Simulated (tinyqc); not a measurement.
Gated two-dimensional channel with two bands, quantum capacitance: effect of the in-plane mass.

phi is the Fermi level above the lowest band edge, in volts; Vg is counted from the gate voltage at which an empty channel would have phi = 0. The channel has no thickness; trap charge is -q Dit phi.

D1 = gv md m0 q/(pi hbar^2), D2 = g2 m2 m0 q/(pi hbar^2) per eV; n1 = D1 Vt ln(1 + exp(phi/Vt)), n2 = D2 Vt ln(1 + exp((phi - E2)/Vt)), n = n1 + n2; Cq = q dn/dphi = q [D1/(1 + exp(-phi/Vt)) + D2/(1 + exp((E2 - phi)/Vt))]. Cox = eps0 eox/tox; Vg = phi + q (n + Dit phi)/Cox. 1/C_G = 1/Cox + 1/(Cq + q Dit); dphi/dVg = Cox/(Cox + Cq + q Dit).

Inputs (values chosen for the exercise); lowest band close to that of monolayer MoS2:
```
symbol   value         unit                                                                 meaning
T          300            K                                                             temperature
eox       8.87               relative permittivity of the gate insulator (close to aluminium oxide)
tox         25           nm                                                     insulator thickness
gv           2                                                                    valley degeneracy
m2        0.84           m0                           in-plane mass of a second band, chosen freely
g2           4                                        valley degeneracy of that band, chosen freely
E2        0.15           eV                                        second band edge above the first
Dit     3.2e11  cm^-2 eV^-1                                                        density of traps
Vg        1.07            V                                                            gate voltage
```

Constants: q = 1.602176634e-19 C, kB = 1.380649e-23 J/K, hbar = 1.054571817e-34 J s, m0 = 9.1093837015e-31 kg, Vt = kB T/q, eps0 = 8.8541878128e-14 F/cm where lengths are in cm. Results are converted to the units shown.

The same in every row: Cox (uF/cm^2) = 0.31415.

Result of one run:

| md (m0) | phi (V) | n (cm^-2) | Cq (uF/cm^2) | C_G (uF/cm^2) | dphi/dVg | share of the second band (%) |
|---|---|---|---|---|---|---|
| 0.02 | 0.056812 | 1.9684e12 | 8.3634 | 0.30284 | 0.035990 | 49.463 |

What becomes of these results when the in-plane mass md is changed from 0.02 to 0.28 m0, all else the same?

Result of the changed run:

| md (m0) | phi (V) | n (cm^-2) | Cq (uF/cm^2) | C_G (uF/cm^2) | dphi/dVg | share of the second band (%) |
|---|---|---|---|---|---|---|
| 0.28 | -0.022666 | 2.1497e12 | 11.296 | 0.30568 | 0.026940 | 2.1204 |

The whole series:

| md (m0) | phi (V) | n (cm^-2) | Cq (uF/cm^2) | C_G (uF/cm^2) | dphi/dVg | share of the second band (%) |
|---|---|---|---|---|---|---|
| 0.02 | 0.056812 | 1.9684e12 | 8.3634 | 0.30284 | 0.035990 | 49.463 |
| 0.034 | 0.044577 | 1.9963e12 | 7.6089 | 0.30177 | 0.039395 | 30.536 |
| 0.057 | 0.028386 | 2.0333e12 | 7.7398 | 0.30197 | 0.038758 | 16.090 |
| 0.097 | 0.010314 | 2.0745e12 | 8.7779 | 0.30335 | 0.034358 | 7.8564 |
| 0.16 | -0.0058866 | 2.1114e12 | 10.034 | 0.30466 | 0.030208 | 4.1291 |
| 0.28 | -0.022666 | 2.1497e12 | 11.296 | 0.30568 | 0.026940 | 2.1204 |
| 0.47 | -0.037246 | 2.1830e12 | 12.204 | 0.30630 | 0.024993 | 1.1883 |
| 0.8 | -0.051608 | 2.2157e12 | 12.899 | 0.30671 | 0.023684 | 0.67184 |

As md goes from 0.02 to 0.8, Cq goes from 8.36 through a minimum of 7.61 (at md = 0.034 among the rows listed) to 12.9 uF/cm^2, C_G/Cox goes from 0.964 through a minimum of 0.961 (at md = 0.034 among the rows listed) to 0.976 and n rises from 1.97e12 to 2.22e12 cm^-2. Cq exceeds Cox in every row, so the insulator is the tighter limit, though Cq still cuts C_G by up to 3.9 %.

tinyqc, about 0.01 s, one thread, Intel Xeon 2.30GHz (shared host): `OMP_NUM_THREADS=1 python tinyqc.py 2200148 2200149 out.jsonl`
